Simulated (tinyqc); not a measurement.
# Worked calculation: MOS capacitor on an n-type substrate, surface potential from the exact charge relation

tinyqc, about 0.01 s, one thread, Intel Xeon 2.30GHz (shared host): `OMP_NUM_THREADS=1 python tinyqc.py 2060151 2060152 out.jsonl` Printed values are rounded.

Uniform n-type substrate, Boltzmann statistics, full ionisation, classical densities. psi is the surface potential against the body (positive when the bands bend down) and u = -psi/Vt. Traps are spread evenly over the gap and neutral at flat band, so their charge is -q Dit psi; the minority quasi-Fermi level is shifted by Vb.

Inputs (values chosen for the exercise); band and dielectric values close to those of gallium nitride: temperature T = 450 K; band gap Eg = 3.42 eV; relative permittivity eps_r = 9.44; conduction-band density of states at T Nc = 4.23e18 cm^-3; valence-band density of states at T Nv = 8.41e19 cm^-3; electron affinity chi = 4.12 eV; donor density of the substrate N = 4.9e15 cm^-3; relative permittivity of the gate insulator (close to hafnium oxide) eox = 22.5; insulator thickness tox = 21 nm; gate work function phiM = 5.06 eV; fixed charge at the interface, in units of q Nf = 0 cm^-2; density of interface traps Dit = 0 cm^-2 eV^-1; reverse bias of the inversion layer against the body Vb = 0.3 V; gate voltage against the body Vg = -4.07 V.

Constants: q = 1.602176634e-19 C, kB = 1.380649e-23 J/K, Vt = kB T/q, eps0 = 8.8541878128e-14 F/cm where lengths are in cm. Results are converted to the units shown.

Range of the model: At this gate voltage the surface density exceeds 0.3 of the band density of states, so degeneracy and confinement would lower the charge and capacitance.

## Flat band, threshold and scales

ni = sqrt(Nc Nv) exp(-Eg/(2 Vt)), Eg in volts; phiF = Vt ln(N/ni); Cox = eps0 eox/tox; Vfb = phiM - chi - Vt ln(Nc/N) - q Nf/Cox; Q0 = sqrt(2 eps0 eps_r q N Vt); r = (ni/N)^2 exp(-Vb/Vt); VT = Vfb - [(2 phiF + Vb)(1 + q Dit/Cox) + sqrt(2 eps0 eps_r q N (2 phiF + Vb))/Cox].

ni = 1.33171 cm^-3
phiF = 1.38986 V
Cox = 0.948663 uF/cm^2
Vfb = 0.677833 V
Q0 = 7.13381 nC/cm^2
r = 3.22536e-35
VT = -2.46891 V

## Starting value

psi = Vg - Vfb, limited to the range from +4 Vt to -(2 phiF + Vb + 4 Vt).

psi at the start = -3.23484 V

## Iteration 1: Newton step for the surface potential

u = -psi/Vt; F^2 = exp(-u) + u - 1 + r (exp(u) - u - 1); Qs = +sign(u) Q0 F; Cs = -dQs/dpsi = (Q0/Vt) |1 - exp(-u) + r (exp(u) - 1)|/(2 F). f = Vfb + psi + (q Dit psi - Qs)/Cox - Vg, f' = 1 + (Cs + q Dit)/Cox, psi(new) = psi - f/f'.

u = 83.4194
F = 11.7055
Qs = 83.5044 nC/cm^2
Cs = 0.436896 uF/cm^2
f = 1.42497 V
f' = 1.46054
psi after iteration 1 = -4.21049 V

## Iteration 2: Newton step for the surface potential

As before.

u = 108.579
F = 2.14770e6
Qs = 1.53213e7 nC/cm^2
Cs = 1.97551e5 uF/cm^2
f = -16149.8 V
f' = 2.08243e5
psi after iteration 2 = -4.13293 V

This iterate lies far beyond the solution, so its charge is not a physical one.

## Course of the Newton iteration

Stop when the step is below 1e-10 V, or after 60 iterations.

Course of the iteration:
```
iteration  psi before the step (V)     f (V)  step (V)
1                         -3.23484      1.42    -0.976
2                         -4.21049   -1.61e4    0.0776
3                         -4.13293     -5940    0.0775
4                         -4.05539     -2190    0.0775
5                         -3.97786      -804    0.0775
6                         -3.90038      -295    0.0773
7                         -3.82307      -108    0.0768
8                         -3.74622     -39.6    0.0755
9                         -3.67073     -14.3    0.0717
10                        -3.59898     -4.93    0.0621
11                        -3.53686     -1.52    0.0420
12                        -3.49487    -0.337    0.0157
13                        -3.47917   -0.0305   1.72e-3
14                        -3.47745  -3.18e-4   1.83e-5
15                        -3.47743  -3.55e-8   2.05e-9
16                        -3.47743         0         0
```

Converged in 16 iterations. In 7 iterations the step is within 3 % of 2 Vt = 77.6 mV: there Qs grows as exp(|u|/2), and a Newton step on such an exponential moves psi by 2 Vt whatever the distance left.

## Charges, field and capacitances at the solution

converged psi = -3.47743 V

u = -psi/Vt; F^2 = exp(-u) + u - 1 + r (exp(u) - u - 1); Qs = +sign(u) Q0 F; Cs = -dQs/dpsi = (Q0/Vt) |1 - exp(-u) + r (exp(u) - 1)|/(2 F). Low frequency: 1/C_LF = 1/Cox + 1/(Cs + q Dit). High frequency, in the simple estimate in which traps and minority carriers do not follow: 1/C_HF = 1/Cox + 1/Cd, Cd being Cs with r = 0 at the same psi. Minority sheet density N_inv = (Q0/(2 q)) int_0^u r (exp(t) - 1)/F(t) dt for u > 0. Oxide field |Qs - q Dit psi + q Nf|/(eps0 eox).

Qs = 1205.18 nC/cm^2
N_inv = 7.11380e12 cm^-2
oxide field = 0.604952 MV/cm
Cs = 15.4918 uF/cm^2
C_LF/Cox = 0.942297
C_HF/Cox = 0.0101916

The surface is in strong inversion (borders at |psi| = 0, phiF + Vb and 2 phiF + Vb = 3.08 V). Minority carriers make up 94.6 % of Qs.
